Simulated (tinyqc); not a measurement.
Floating body of a partially depleted SOI transistor: body voltage and kink: one step of the calculation.

Source at 0 V. Channel current Ic = 2 nf K Vt^2 [F(0) - F(Vd)](1 + la Vd), F(V) = ln^2(1 + exp((Vg - VT - nf V)/(2 nf Vt))), VT = VT0 - gb Vb. Saturation voltage Vs = 2 Vt sqrt(F(0)) + 3 Vt, excess Ve = (Vd - Vs + sqrt((Vd - Vs)^2 + 0.0004 V^2))/2, multiplication M1 = Ai Ve exp(-Bl/Ve). Each junction passes D(v) = J1 (exp(v/Vt) - 1) + J2 (exp(v/(2 Vt)) - 1). Bipolar current Ib = bb J1 (exp(Vb/Vt) - 1). The body settles where M1 (Ic + Ib) = D(Vb) + D(Vb - Vd) + Vb/Rb; drain current Id = (1 + M1)(Ic + Ib) - D(Vb - Vd).

Problem. New Vb. Current into the body I_in = M1 (Ic + Ib) - D(Vb - Vd), current out I_out = D(Vb) + Vb/Rb; f = ln(I_in/I_out), s = df/dVb by central differences over 1e-5 V, Vb(new) = Vb - f/s.

Values chosen for this exercise; values of the order met in partially depleted silicon-on-insulator transistors: temperature T = 300 K; threshold at zero body voltage VT0 = 0.49 V; fall of the threshold per volt of body voltage gb = 0.13; slope factor nf = 1.36; gain factor per width K = 310 uA/(V^2 um); channel-length modulation factor la = 0.04 1/V; impact-ionisation prefactor Ai = 2.3 1/V; impact-ionisation voltage Bl = 6.1 V; diffusion saturation current of each junction J1 = 5.7e-13 uA/um; recombination saturation current of each junction J2 = 2.8e-8 uA/um; gain of the lateral bipolar transistor on the diffusion current bb = 1; resistance of a weak body tie to the source (1e9 stands for no tie, and the term is then dropped) Rb = 1e9 kohm um; gate voltage Vg = 0.68 V; drain voltage Vd = 1.5 V.

Constants: q = 1.602176634e-19 C, kB = 1.380649e-23 J/K, Vt = kB T/q. Results are converted to the units shown.

Vb after iteration 1 = 0.68824482 V

Find: Ic; Ve; M1; I_in; I_out; f; s; Vb after iteration 2.

Solution.

Ic = 9.5243 uA/um
Ve = 1.2161 V
M1 = 0.018544
I_in = 0.18047 uA/um
I_out = 0.22482 uA/um
f = -0.21974
s = -35.975 1/V
Vb after iteration 2 = 0.68214 V

Range of the model: The multiplication law is an empirical form chosen for the exercise; self-heating and capacitive coupling to the body are left out, and the linear laws are rough once Vb passes about 0.7 V or M1 about 0.1.

tinyqc, about 0.2 s, one thread, Intel Xeon 2.30GHz (shared host): `OMP_NUM_THREADS=1 python tinyqc.py 2182048 2182049 out.jsonl`
